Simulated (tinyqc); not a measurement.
# n-type polysilicon, carrier trapping at grain boundaries: what changes with what

One-dimensional grains of size Lg, uniform ionised doping N, monovalent traps Qt at each boundary at a depth Et below (for electrons) or above (for holes) the band edge there, abrupt depletion of width W on each side of a boundary, Boltzmann statistics. xi is the distance from the band edge at the grain centre to the Fermi level. Trapped charge Qt/(1 + exp((xi + VB - Et)/Vt)) = 2 N W, barrier VB = q N W^2/(2 eps0 eps_r).

Inputs (values chosen for the exercise); values of the order met in polycrystalline silicon:
```
symbol,value,unit,meaning
T,300,K,temperature
eps_r,11.7,,relative permittivity
NB,2.8e19,cm^-3,conduction-band density of states at T
Lg,34,nm,grain size
Qt,4.1e12,cm^-2,trap density of a grain boundary
Et,0.42,eV,depth of the trap level from the majority band edge at the boundary
ms,0.27,m0,mass for thermionic emission
fe,0.25,,correction factor of the emission rate
mug,220,cm^2/(V s),mobility inside the grains
N,5.7e17,cm^-3,doping
```

Constants: q = 1.602176634e-19 C, kB = 1.380649e-23 J/K, m0 = 9.1093837015e-31 kg, Vt = kB T/q, eps0 = 8.8541878128e-14 F/cm where lengths are in cm. Results are converted to the units shown.

Each table varies one quantity; the others keep the values above.

## Effect of the doping

If the trap equation with xi = Vt ln(NB/N) has a root W < Lg/2, the grain is partly depleted; otherwise W = Lg/2 and the trap equation gives xi = Et - VB + Vt ln(Qt/(N Lg) - 1). N* = Qt/Lg. n0 = NB exp(-xi/Vt); mean density n0 (1 - 2 W/Lg) by charge balance in a partly depleted grain, and n0 (sqrt(pi)/2) erf(u)/u with u = sqrt(VB/Vt) in a fully depleted one; v = sqrt(kB T/(2 pi ms m0)); barrier resistivity Vt exp(VB/Vt)/(q fe n0 v Lg); grain resistivity (1 - 2 W/Lg)/(q n0 mug); effective mobility 1/(q mean density total resistivity). Rows with xi above 0.45 V, towards mid-gap, are left out, since the other carrier type is ignored.

Results:

| N (cm^-3) | N/N* | depleted share 2 W/Lg | VB (V) | xi (V) | mean density (cm^-3) | resistivity (ohm cm) | effective mobility (cm^2/(V s)) |
|---|---|---|---|---|---|---|---|
| 1.8e17 | 0.14927 | 1.0000 | 0.040227 | 0.42476 | 1.3422e12 | 84847 | 54.806 |
| 5.4e17 | 0.44780 | 1.0000 | 0.12068 | 0.30474 | 8.7057e13 | 18358 | 3.9054 |
| 9.4e17 | 0.77951 | 1.0000 | 0.21007 | 0.17728 | 9.1531e15 | 4210.9 | 0.16194 |
| 1.6e18 | 1.3268 | 0.75086 | 0.20160 | 0.073994 | 3.9862e17 | 55.829 | 0.28046 |
| 2.8e18 | 2.3220 | 0.43064 | 0.11605 | 0.059526 | 1.5942e18 | 1.1715 | 3.3420 |
| 4.9e18 | 4.0634 | 0.24610 | 0.066321 | 0.045059 | 3.6941e18 | 0.10169 | 16.615 |
| 8.4e18 | 6.9659 | 0.14356 | 0.038688 | 0.031125 | 7.1941e18 | 0.022388 | 38.753 |

Estimate the missing row, N = 3.1e17 cm^-3.

Computed row:

| N (cm^-3) | N/N* | depleted share 2 W/Lg | VB (V) | xi (V) | mean density (cm^-3) | resistivity (ohm cm) | effective mobility (cm^2/(V s)) |
|---|---|---|---|---|---|---|---|
| 3.1e17 | 0.25707 | 1.0000 | 0.069280 | 0.37816 | 6.5898e12 | 43023 | 22.015 |

With this row back in the table: As N goes from 1.8e17 to 8.4e18, VB goes from 0.0402 through a maximum of 0.210 (at N = 9.4e17 among the rows listed) to 0.0387 V, the resistivity falls from 84800 to 0.0224 ohm cm and the effective mobility goes from 54.8 through a minimum of 0.162 (at N = 9.4e17 among the rows listed) to 38.8 cm^2/(V s). The steepest fall of the resistivity among the rows, as N^(-8.1), lies between N = 9.4e17 and 1.6e18 cm^-3; N* = 1.21e18 cm^-3. While the grain is fully depleted VB grows as N; once the traps are full it falls as 1/N. For N = 2.8e18, 4.9e18, 8.4e18 xi is under 2.5 Vt, where Boltzmann statistics begin to fail. For N = 1.6e18 the grain is near the changeover between partial and full depletion, within a few Debye lengths, where both limits are rough.

## Effect of the trap density of a grain boundary

Same model as above.

N* = Qt/Lg.

Effect of the trap density of a grain boundary:

| Qt (cm^-2) | N/N* | depleted share 2 W/Lg | VB (V) | xi (V) | mean density (cm^-3) | resistivity (ohm cm) | effective mobility (cm^2/(V s)) |
|---|---|---|---|---|---|---|---|
| 2e11 | 9.690 | 0.1032 | 0.001357 | 0.1007 | 5.112e17 | 0.1124 | 108.6 |
| 3.4e11 | 5.700 | 0.1754 | 0.003921 | 0.1007 | 4.700e17 | 0.1159 | 114.6 |
| 5.7e11 | 3.400 | 0.2941 | 0.01102 | 0.1007 | 4.024e17 | 0.1337 | 116.1 |
| 9.7e11 | 1.998 | 0.5005 | 0.03191 | 0.1007 | 2.847e17 | 0.2459 | 89.15 |
| 1.6e12 | 1.211 | 0.8255 | 0.08680 | 0.1007 | 9.947e16 | 1.857 | 33.80 |
| 2.8e12 | 0.6921 | 1.000 | 0.1274 | 0.2717 | 3.046e14 | 6622 | 3.094 |
| 4.7e12 | 0.4123 | 1.000 | 0.1274 | 0.3018 | 9.508e13 | 2.122e4 | 3.094 |
| 8e12 | 0.2422 | 1.000 | 0.1274 | 0.3221 | 4.332e13 | 4.657e4 | 3.094 |

As Qt goes from 2e11 to 8e12, VB rises from 0.00136 to 0.127 V, the resistivity rises from 0.112 to 46600 ohm cm and the effective mobility goes from 109 through a maximum of 116 (at Qt = 5.7e11 among the rows listed) to 3.09 cm^2/(V s). For Qt = 2e11, 3.4e11, 5.7e11 VB is below Vt, where abrupt depletion and thermionic emission are rough. For Qt = 1.6e12 the grain is near the changeover between partial and full depletion, within a few Debye lengths, where both limits are rough.

Program tinyqc, `OMP_NUM_THREADS=1 python tinyqc.py 2830016 2830017 out.jsonl`; Intel Xeon 2.30GHz, shared host, one thread, about 0.01 s.
